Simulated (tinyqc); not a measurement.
## Undoped symmetric double-gate MOSFET, analytic potential model: effect of the temperature

An undoped body of thickness ts between two equal insulators and tied gates; long channel, electrons only, n = ni exp((psi - V)/Vt) with V the quasi-Fermi potential (0 at the source, Vd at the drain), constant mobility, no quantisation. Across the body psi(x) = V - 2 Vt ln[(ts/(2 beta)) sqrt(q ni/(2 eps0 eps_r Vt)) cos(2 beta x/ts)], x from the centre. Q is the electron charge per area of the whole body.

Nc and Nv are given at 350 K and scale as (T/350 K)^1.5; Eg and mu are held fixed. ni = sqrt(Nc Nv) exp(-Eg/(2 Vt)), Eg in volts; r = eps_r tox/(eox ts); V0 = dphi + 2 Vt ln[(2/ts) sqrt(2 eps0 eps_r Vt/(q ni))]. beta (between 0 and pi/2) solves (Vg - V0 - V)/(2 Vt) = ln(beta) - ln(cos beta) + 2 r beta tan(beta). Q = 8 eps0 eps_r Vt beta tan(beta)/ts; I = mu (1/L)(4 eps0 eps_r/ts)(2 Vt)^2 [g(beta_s) - g(beta_d)] per width, g = beta tan(beta) - beta^2/2 + r beta^2 tan^2(beta), with beta_s at V = 0 and beta_d at V = Vd.  I(low) is taken at Vg = 0.39 V, Qs and I(high) at Vg = 1.14 V.

Parameters, values chosen for the exercise; material values close to those of gallium arsenide:

| symbol | value | unit | meaning |
|---|---|---|---|
| Eg | 1.43 | eV | band gap |
| eps_r | 13 |  | relative permittivity of the semiconductor |
| Nc | 5.48e17 | cm^-3 | conduction-band density of states at the reference temperature |
| Nv | 1.14e19 | cm^-3 | valence-band density of states at the reference temperature |
| eox | 3.77 |  | relative permittivity of the gate insulator |
| tox | 1.4 | nm | insulator thickness |
| ts | 12 | nm | body thickness |
| dphi | -0.05 | V | gate work function less that of the intrinsic body |
| mu | 110 | cm^2/(V s) | channel mobility |
| L | 0.5 | um | gate length |
| Vd | 0.3 | V | drain voltage |

Constants: q = 1.602176634e-19 C, kB = 1.380649e-23 J/K, Vt = kB T/q, eps0 = 8.8541878128e-14 F/cm where lengths are in cm. Results are converted to the units shown.

Effect of the temperature:

| T (K) | V0 (V) | I(low) (nA/um) | Qs(high) (nC/cm^2) | I(high) (uA/um) |
|---|---|---|---|---|
| 220 | 0.6556 | 5.009e-4 | 1849 | 80.27 |
| 250 | 0.6529 | 0.003931 | 1827 | 79.50 |
| 280 | 0.6501 | 0.02049 | 1809 | 78.93 |
| 310 | 0.6471 | 0.07962 | 1794 | 78.55 |
| 340 | 0.6440 | 0.2487 | 1782 | 78.32 |
| 370 | 0.6408 | 0.6575 | 1773 | 78.23 |
| 400 | 0.6375 | 1.525 | 1765 | 78.25 |
| 430 | 0.6341 | 3.185 | 1760 | 78.37 |

As T goes from 220 to 430 K, I(low) rises from 5.01e-4 to 3.19 nA/um and I(high) goes from 80.3 through a minimum of 78.2 (at T = 370 K among the rows listed) to 78.4 uA/um. V0 falls from 0.656 to 0.634 V. In every row the surface density at the source at the higher gate voltage passes 0.3 Nc, where Boltzmann statistics fail. In every row the mobility is held fixed, though a real one changes with T.

tinyqc, about 0.03 s, one thread, Intel Xeon 2.30GHz (shared host): `OMP_NUM_THREADS=1 python tinyqc.py 2440106 2440107 out.jsonl`
